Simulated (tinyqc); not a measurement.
From results back to parameters: periodic multilayer mirror for extreme ultraviolet light. Three cases, with inputs chosen for the exercise.

Problem. With a mean index 1 - dm the Bragg wavelength is lam_B = 2 L sqrt((1 - dm)^2 - sin^2 theta). It is given at 0 degrees and at th2; L and dm are hidden. Then the absorber share is Gm = (dm - delta_S)/(delta_A - delta_S), with the first entries of dS and dA; L is the period.

Find: L; dm; Gm.

Method. The difference of the squares is 4 L^2 sin^2(th2); then 1 - dm = lam_B(0)/(2 L).

Case 1.

Values chosen (out of a larger set: optical constants near those of Mo and Si at 13.5 nm; not measured data): th2 = 15 degrees (second angle); dA = (0.074, 0.00686) (delta and beta of the absorber, N = 1 - delta + i beta); dS = (0.0012, 0.00181) (delta and beta of the spacer and the substrate).

lam_B at 0 = 13.567802 nm
lam_B at th2 = 13.079298 nm

Solution.

L = 6.970 nm
dm = 0.0267
Gm = 0.35

Case 2.

Values chosen (out of a larger set: optical constants near those of Mo and Si at 13.5 nm; not measured data): th2 = 15 degrees (second angle); dA = (0.0781, 0.0063) (delta and beta of the absorber, N = 1 - delta + i beta); dS = (0.001, 0.00193) (delta and beta of the spacer and the substrate).

lam_B at 0 = 13.417376 nm
lam_B at th2 = 12.936103 nm

Solution.

L = 6.880 nm
dm = 0.0249
Gm = 0.31

Case 3.

Values chosen (out of a larger set: optical constants near those of Mo and Si at 13.5 nm; not measured data): th2 = 15 degrees (second angle); dA = (0.0766, 0.00628) (delta and beta of the absorber, N = 1 - delta + i beta); dS = (0.0012, 0.00194) (delta and beta of the spacer and the substrate).

lam_B at 0 = 13.551510 nm
lam_B at th2 = 13.050888 nm

Solution.

L = 7.050 nm
dm = 0.0389
Gm = 0.50

Computed by tinyqc, one run a case: `OMP_NUM_THREADS=1 python tinyqc.py N N+1 out.jsonl` with N = 1650669, 1650692, 1650779; one thread of a shared Intel(R) Xeon(R) Processor @ 2.30GHz, about 0.01 s a run at most.
